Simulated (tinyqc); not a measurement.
Worked calculation: CIS on RHF in the sto-3g basis, for H3-, spin multiplicity 1. The basis has no diffuse functions, so it cannot describe the extra electron: this is an exercise in the method, not the real anion. One step of it, computed by the program tinyqc.

Question. Iteration 5 (converged): orbitals. Diagonalise F' = X^T F X, C = X C', fill 2 alpha and 2 beta electrons from the bottom; D = 2 C_occ C_occ^T. Each column has its largest component positive (the first on a tie).

converged F (hartree), order 1H 1s, 2H 1s, 3H 1s:
```
[[-0.010611, -0.272682, -0.272682],
 [-0.272682, 0.050028, -0.139296],
 [-0.272682, -0.139296, 0.050028]]
```

X, order 1H 1s, 2H 1s, 3H 1s:
```
[[1.501533, -0.494841, -0.494841],
 [-0.494841, 1.229509, 0.093313],
 [-0.494841, 0.093313, 1.229509]]
```

Give: F' = X^T F X; orbital energies; coefficients C; D after iteration 5.

Answer.

F' = X^T F X (hartree):
```
[[0.7428, -0.6088, -0.6088],
 [-0.6088, 0.3985, 0.1541],
 [-0.6088, 0.1541, 0.3985]]
```

orbital energies (hartree): [-0.2186, 0.2444, 1.5140]

coefficients C, order 1H 1s, 2H 1s, 3H 1s:
```
[[0.4805, 0.0000, 1.5854],
 [0.3666, 0.8034, -0.9927],
 [0.3666, -0.8034, -0.9927]]
```

D after iteration 5, order 1H 1s, 2H 1s, 3H 1s:
```
[[0.4617, 0.3523, 0.3523],
 [0.3523, 1.5598, -1.0221],
 [0.3523, -1.0221, 1.5598]]
```
